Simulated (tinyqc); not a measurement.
Inside a calculation. Model: double-gate transistor below threshold, two-dimensional Poisson equation on a small mesh.

Numbers from tinyqc (`OMP_NUM_THREADS=1 python tinyqc.py 2480132 2480133 out.jsonl`; about 0.2 s on one thread of a shared Intel Xeon 2.30GHz). Printed values are rounded.

Half of a symmetric double-gate structure: row 0 is the mid-plane of the body, where the normal field vanishes. Mobile charge is neglected (subthreshold), the body is fully depleted, and potentials are counted from the intrinsic level; rows run upward to the gate, columns from source to drain.

Values chosen for this exercise; semiconductor permittivity made up:
- T = 300 K (temperature)
- eps_r = 14.9 (relative permittivity of the semiconductor)
- eox = 22 (relative permittivity of the insulator)
- tb = 5 nm (half the body thickness)
- tox = 5.7 nm (insulator thickness)
- L = 46 nm (channel length)
- Na = 2.2e17 cm^-3 (acceptor density of the depleted body)
- Vbi = 0.5 V (potential of the source)
- Vfb = -0.04 V (gate offset)
- Vg = 0 V (gate voltage)
- Vd = 0.7 V (drain voltage)

Constants: q = 1.602176634e-19 C, kB = 1.380649e-23 J/K, Vt = kB T/q, eps0 = 8.8541878128e-14 F/cm where lengths are in cm. Results are converted to the units shown.

## Coefficients of the five-point equations

Mesh: rows i = 0..2 in the semiconductor (step hs = tb/2, row 2 on the interface), then 2 step(s) ho = tox/2 up to the gate row 4; columns j = 0..5 (step hy = L/5). Box integration, divided by eps0: up_i = eps hy/h of the interval above row i, dn_i = that of the interval below (0 for row 0), lat_i = (sum of eps h/2 over the intervals above and below)/hy, s_i = -q Na w_i hy/eps0 with w_i the semiconductor height of the box (hs/2 for row 0 and the interface row, hs between, 0 in the insulator). Each free node obeys (up + dn + 2 lat) psi = up psi(above) + dn psi(below) + lat [psi(left) + psi(right)] + s.

```
row       up       dn      lat       s (V)
0    54.8320        0  2.02446  -0.0457807
1    54.8320  54.8320  4.04891  -0.0915613
2    71.0175  54.8320  5.43207  -0.0457807
3    71.0175  71.0175  6.81522           0
```

## Iteration 1: over-relaxation sweep (omega = 1.2)

psi at the start (fixed values on the edges, free nodes at zero) (V):
```
           j=0      j=1      j=2      j=3      j=4      j=5
row 0  0.50000  0.00000  0.00000  0.00000  0.00000  1.20000
row 1  0.50000  0.00000  0.00000  0.00000  0.00000  1.20000
row 2  0.50000  0.00000  0.00000  0.00000  0.00000  1.20000
row 3  0.27000  0.00000  0.00000  0.00000  0.00000  0.62000
row 4  0.04000  0.04000  0.04000  0.04000  0.04000  0.04000
```

Free nodes: rows 0..3, columns 1..4, taken row by row from row 0, left to right. t = (up psi(above) + dn psi(below) + lat [psi(left) + psi(right)] + s)/(up + dn + 2 lat), with the newest neighbours; psi(new) = psi + 1.2 (t - psi).

psi after iteration 1 (V):
```
           j=0      j=1       j=2       j=3      j=4      j=5
row 0  0.50000  0.01970  -0.00012  -0.00094  0.04854  1.20000
row 1  0.50000  0.03070   0.00027  -0.00145  0.07564  1.20000
row 2  0.50000  0.03821   0.00155  -0.00102  0.09317  1.20000
row 3  0.27000  0.05700   0.02574   0.02269  0.10667  0.62000
row 4  0.04000  0.04000   0.04000   0.04000  0.04000  0.04000
```

## Iteration 2: over-relaxation sweep (omega = 1.2)

As before.

psi after iteration 2 (V):
```
           j=0      j=1      j=2       j=3      j=4      j=5
row 0  0.50000  0.05006  0.00142  -0.00030  0.12338  1.20000
row 1  0.50000  0.06289  0.00320   0.00187  0.15452  1.20000
row 2  0.50000  0.08167  0.02072   0.02028  0.18001  1.20000
row 3  0.27000  0.07075  0.03300   0.03580  0.13357  0.62000
row 4  0.04000  0.04000  0.04000   0.04000  0.04000  0.04000
```

## Course of the iteration: over-relaxation sweep (omega = 1.2)

Stop when the largest change of psi is below 1e-7 V, or after 400 iterations. Fixed values: gate row Vg - Vfb; column 0 at Vbi and the last column at Vbi + Vd in the semiconductor, each running linearly to Vg - Vfb across the insulator.

Course of the iteration:
```
iteration  psi at row 0, j = 2 (V)  largest |change| of one entry (V)
1                      -1.20372e-4                              0.107
2                       0.00141552                             0.0868
3                       0.00565442                             0.0746
4                        0.0221635                             0.0696
5                        0.0354482                             0.0375
6                        0.0467947                             0.0228
7                        0.0562665                             0.0146
8                        0.0638800                             0.0109
9                        0.0698669                            7.92e-3
...                            ...                                ...
36                       0.0878547                            1.18e-6
37                       0.0878556                            8.51e-7
38                       0.0878562                            6.13e-7
39                       0.0878566                            4.42e-7
40                       0.0878569                            3.18e-7
41                       0.0878572                            2.29e-7
42                       0.0878573                            1.65e-7
43                       0.0878575                            1.19e-7
44                       0.0878575                            8.57e-8
```

Converged in 44 iterations. At the end each change is about 0.72 times the one before: linear convergence.

## Barrier, swing and barrier lowering

converged psi (V):
```
           j=0      j=1      j=2      j=3      j=4      j=5
row 0  0.50000  0.17119  0.08786  0.12679  0.36982  1.20000
row 1  0.50000  0.16296  0.08418  0.12009  0.34898  1.20000
row 2  0.50000  0.13734  0.07370  0.10081  0.28387  1.20000
row 3  0.27000  0.09532  0.05931  0.07464  0.17817  0.62000
row 4  0.04000  0.04000  0.04000  0.04000  0.04000  0.04000
```

d psi/dVg on row 0: j=0 0.000000, j=1 0.707477, j=2 0.907167, j=3 0.907167, j=4 0.707477, j=5 0.000000
d psi/dVd on row 0: j=0 0.00000, j=1 0.00438, j=2 0.01861, j=3 0.07422, j=4 0.28814, j=5 1.00000

The barrier is read along row 0, the path farthest from the gate. Take the node j of lowest psi: barrier Vbi - psi_j; swing Vt ln 10/(d psi_j/dVg); DIBL = (d psi_j/dVd)/(d psi_j/dVg). The derivatives solve the same equations with s = 0 and a unit change of that voltage.

j = 2
barrier = 0.412142 V
swing = 65.6179 mV/decade
DIBL = 20.5132 mV/V

A mesh of 12, 8 and 80 steps (semiconductor, insulator, channel) gives a barrier of 0.429 V, a swing of 63.3 mV a decade and a DIBL of 18.0 mV/V; the small mesh puts the barrier 3.9 % below that.
